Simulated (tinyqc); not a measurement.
Worked calculation: time-domain thermoreflectance: layered heat flow under a modulated pulse train, and what the signal ratio measures. Computed by tinyqc, a small Python program that keeps every step. Command: `OMP_NUM_THREADS=1 python tinyqc.py 3111455 3111456 out.jsonl tdtr walk`. One thread of a shared host (Intel(R) Xeon(R) Processor @ 2.30GHz), about 0.1 s of CPU time with the checks. Intermediate numbers are printed to about 5 digits and carried at full precision; extremes and crossings named in words are read from the listed rows.

Pulses repeat at 80 MHz; heat is laid down at the surface, all layers are isotropic.

Inputs (values chosen for the exercise, modelled on aluminium on GaAs):

| quantity | value | unit |
|---|---|---|
| metal thickness d | 100 | nm |
| metal conductivity | 160 | W/(m K) |
| metal heat capacity | 2.42 | MJ/(m^3 K) |
| boundary conductance G under the metal | 42 | MW/(m^2 K) |
| substrate conductivity kappa | 48.1 | W/(m K) |
| substrate heat capacity C | 1.71 | MJ/(m^3 K) |
| modulation frequency f | 2 | MHz |
| spot radius w (1/e^2, pump and probe) | 7.6 | micrometre |
| delay t | 3100 | ps |

Stack: metal, substrate.

## Length and time scales

Penetration depth sqrt(kappa/(pi f C)); effusivity sqrt(kappa C); cooling time of the metal d C_m/G; Kapitza length kappa/G.

penetration depth = 2.1158 micrometre

effusivity = 9069.2 W s^(1/2)/(m^2 K)

cooling time of the metal = 5761.9 ps

Kapitza length = 1145.2 nm

depth over spot radius = 0.27840

## Impedance at k = 0 and the modulation frequency

For radial wave number k and angular frequency W each layer has u = sqrt(4 pi^2 k^2 + i W C/kappa) and gamma = kappa u. Surface impedance from below: Z = 1/gamma for the substrate; a layer of thickness L maps Z to (Z + tanh(u L)/gamma)/(1 + gamma Z tanh(u L)); a boundary adds 1/G. Take k = 0 and W = 2 pi f.

Z of the substrate = 21.994-21.994i m^2 K/GW

Z at the surface = 40.140-25.853i m^2 K/GW

## Response at the modulation frequency

Response per absorbed watt H(W) = 2 pi int_0^(2/w) Z(k, W) exp(-pi^2 k^2 w^2) k dk by 20 Gauss-Legendre points.

H(2 pi f) = 0.22198-0.12451i K/mW

phase of H(2 pi f) = -29.289 degrees

## Signal at one delay

Signal: X + iY = sum_(m = -M..M) H(2 pi (f + m f_r)) exp(i 2 pi m f_r t) exp(-pi (m/M)^2 x 4), f_r = 80 MHz, M = 4000, with H(-W) the complex conjugate of H(W); V_in = X, V_out = Y, ratio = -V_in/V_out.

V_in = 0.27796 K/mW

V_out = -0.12588 K/mW

ratio -V_in/V_out = 2.2082

## Ratio and sensitivities against delay

Sensitivity S = ln(ratio'/ratio)/ln(1.01) for a rise of one input by 1 %.

Ratio and sensitivities:

| t (ps) | ratio | S to kappa | S to G | S to d | S to C | S to w |
|---|---|---|---|---|---|---|
| 100 | 3.3020 | 0.42955 | -0.00263 | -0.67177 | 0.28609 | -0.26620 |
| 200 | 3.2425 | 0.42715 | -0.01560 | -0.68165 | 0.28353 | -0.26503 |
| 400 | 3.1427 | 0.42254 | -0.03905 | -0.64922 | 0.27870 | -0.26283 |
| 800 | 2.9611 | 0.41334 | -0.08086 | -0.58883 | 0.26888 | -0.25887 |
| 1500 | 2.6876 | 0.39772 | -0.14262 | -0.49485 | 0.25183 | -0.25310 |
| 2500 | 2.3689 | 0.37686 | -0.21296 | -0.38036 | 0.22820 | -0.24694 |
| 4000 | 2.0003 | 0.34866 | -0.29079 | -0.24097 | 0.19461 | -0.24123 |

The largest sensitivity in size at 100 ps is to d (-0.67). At 400 ps an error of 3 % in d passes on as 5 % in kappa.

Checks made by the program: steady rise of a bare substrate, 1/(2 sqrt(pi) w kappa), from the same quadrature (relative difference below 1e-10).
